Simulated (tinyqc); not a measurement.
What moves the results: Shockley-Read-Hall recombination through one deep level. A value that a table varies takes the place of the one given here.

One level at Et with degeneracy 1: tn = 1/(sn vth Nt), tp = 1/(sp_ vth Nt), n1 = Nc exp((Et - Eg)/kT), p1 = Nv exp(-Et/kT), ni^2 = n1 p1. Equilibrium n0 = Nm, p0 = ni^2/Nm; n = n0 + dn, p = p0 + dn. U = (n p - ni^2)/(tp (n + n1) + tn (p + p1)), lifetime dn/U; emission rates en = sn vth n1, ep = sp_ vth p1.

Constants: kB = 8.617333262e-05 eV/K.

Inputs chosen for the exercise (gap and densities of states near those of Si at this temperature; not measured data): E1 = 0.498 eV (level (+1/0) above Ev); E2 = 0.814 eV (level (0/-1) above Ev); gm = 2 (degeneracy of the middle state, the others 1); T = 300 K; Eg = 1.13 eV (gap); Nc = 2.64e+19 1/cm^3 (conduction-band density of states); Nv = 1.21e+19 1/cm^3 (valence-band density of states); Nd = 2.2e+16 1/cm^3 (ionised shallow donors minus acceptors); Et = 0.498 eV (recombination level above Ev); Nt = 8.9e+14 1/cm^3 (defects); sn = 3.9e-14 cm^2 (electron capture cross-section); sp_ = 6.5e-15 cm^2 (hole capture cross-section); vth = 15000000 cm/s (thermal velocity, both carriers); Nm = 8.9e+15 1/cm^3 (equilibrium electrons for the lifetime steps); dn = 6.9e+15 1/cm^3 (excess pairs).

## Charge state against the Fermi level (deep level with several charge states)

Energies from Ev. The defect has charge states +1, 0, -1 with weights 1, gm exp((EF - E1)/kT), exp((2 EF - E1 - E2)/kT); the shares are the weights over their sum. Boltzmann carriers: n = Nc exp((EF - Eg)/kT), p = Nv exp(-EF/kT). Neutrality: p - n + Nd + Nt <q> = 0.

Shares:
```
EF (eV)     +1      0     -1     <q>
0.068    1.000  0.000  0.000   1.000
0.158    1.000  0.000  0.000   1.000
0.249    1.000  0.000  0.000   1.000
0.339    0.996  0.004  0.000   0.996
0.429    0.878  0.122  0.000   0.878
0.520    0.176  0.824  0.000   0.176
0.610    0.007  0.993  0.000   0.006
0.701    0.000  0.994  0.006  -0.006
0.791    0.000  0.830  0.170  -0.170
0.881    0.000  0.130  0.870  -0.870
0.972    0.000  0.004  0.996  -0.996
1.062    0.000  0.000  1.000  -1.000
```

What can be read from the table?

Where the levels are several kT apart the middle state rules between about E1 - kT ln gm = 0.480 and E2 + kT ln gm = 0.832 eV; its largest share listed is 0.994. Each step spreads from 10 % to 90 % over 4.4 kT = 0.114 eV.

## Defects against doping (deep level with several charge states)

Nt takes the listed multiples of |Nd|; the resistivity uses mobilities of 1000 (electrons) and 300 (holes) cm^2/(V s), chosen for the exercise, and e = 1.602176634e-19 C.

Neutral state:
```
Nt/|Nd|  EF (eV)  n (1/cm^3)  p (1/cm^3)  rho (ohm cm)
0.01      0.9465    2.18e+16    1.52e+03         0.287
0.10      0.9440    1.98e+16    1.67e+03         0.315
0.30      0.9377    1.55e+16    2.14e+03         0.402
0.60      0.9241    9.16e+15    3.62e+03         0.681
0.90      0.8995    3.55e+15    9.36e+03          1.76
1.10      0.8765    1.46e+15    2.28e+04          4.28
1.50      0.8481    4.86e+14    6.83e+04          12.8
3.00      0.8138    1.29e+14    2.58e+05          48.5
10.00     0.7751    2.88e+13    1.15e+06           217
```

What can be read from the table?

EF goes from 0.946 to 0.775 eV and the resistivity from 0.287 to 217 ohm cm, with a largest value of 217. The largest move of EF, -0.039 eV, comes between Nt/|Nd| = 3 and 10; the levels lie at 0.498 and 0.814 eV. A defect can take up to one carrier of either sign, so the doping can be cancelled no earlier than Nt = |Nd|, there only if EF lies well beyond the level that takes the carriers and otherwise at larger Nt (mean charge -0.10 in the last row).

## Lifetime against injection

Recombination:
```
dn (1/cm^3)  lifetime (microsecond)  U (1/(cm^3 s))
1.0e+11                     0.01152        8.68e+18
1.0e+12                     0.01152        8.68e+19
1.0e+13                     0.01153        8.68e+20
1.0e+14                     0.01155        8.66e+21
1.0e+15                     0.01172        8.53e+22
1.0e+16                     0.01254        7.97e+23
1.0e+17                     0.01329        7.53e+24
1.0e+18                     0.01343        7.45e+25
```

What does this show, and why?

The lifetime rises from 0.01152 to 0.01343 microsecond; tn + tp = 0.01344. At low injection it is tp (1 + n1/n0) + tn p1/n0 with n1/Nm = 7.2e-08 and p1/Nm = 5.9e-06: re-emission is negligible, so minority capture alone counts. Auger and radiative paths are left out; they cut in at the highest injections, and in a doped direct-gap crystal the radiative one counts at all injections. dn = dp neglects trapped charge, which matters where the traps hold a charge comparable with dn, at low injection and with very unequal cross sections.

## Where a level does most harm

Et takes the values listed; G = Nt en ep/(en + ep) in a depleted region; the lifetime is for dn = 1e11 1/cm^3.

Results:
```
Et (eV)  lifetime (microsecond)  G (1/(cm^3 s))
0.068                     0.200        1.98e+10
0.158                    0.0173        6.45e+11
0.249                    0.0117        2.18e+13
0.339                    0.0115        7.08e+14
0.429                    0.0115        2.30e+16
0.520                    0.0115        5.54e+17
0.610                    0.0115        5.92e+16
0.701                    0.0115        1.76e+15
0.791                    0.0116        5.41e+13
0.881                    0.0138        1.66e+12
0.972                    0.0873        4.92e+10
1.062                      2.47        1.51e+09
```

How do the results move?

Generation peaks where en = ep, at Eg/2 + (kT/2) ln(sp_ Nv/(sn Nc)) = 0.532 eV; the largest value listed is at 0.520 eV, and G falls by a decade for each 0.060 eV away from the peak. The lifetime is within a factor 2 of its minimum, 0.0115 microsecond, from 0.158 to 0.881 eV: recombination tolerates a wide range of Et, generation a narrow one.

## What moves lifetime and leakage

G = Nt en ep/(en + ep). Each row changes one parameter from the base and keeps the others.

Results:
```
case                  lifetime (microsecond)  G (1/(cm^3 s))
base                                 0.01236        3.09e+17
Et = 0.538 eV                        0.01236        5.95e+17
sn = 7.8e-14 cm^2                    0.01194        5.79e+17
sp_ = 1.3e-14 cm^2                  0.006601        3.20e+17
Nt = 4.45e+14 1/cm^3                 0.02473        1.55e+17
Nm = 2.67e+16 1/cm^3                 0.01192        3.09e+17
dn = 2.07e+16 1/cm^3                 0.01287        3.09e+17
```

How do the results move?

The largest shifts from the base row, up to three for each result and ties (the steps differ in size, so this ranks the rows, not the parameters). lifetime (microsecond): Nt +0.0124, sp_ -0.00576, dn +0.000504; unchanged at the printed digits by Et. G (1/(cm^3 s)): Et +2.86e+17, sn +2.70e+17, Nt -1.55e+17; unchanged at the printed digits by Nm and dn.

tinyqc: `OMP_NUM_THREADS=1 python tinyqc.py 1682196 1682197 out.jsonl`; about 0.01 s, one thread, shared Intel(R) Xeon(R) Processor @ 2.30GHz.
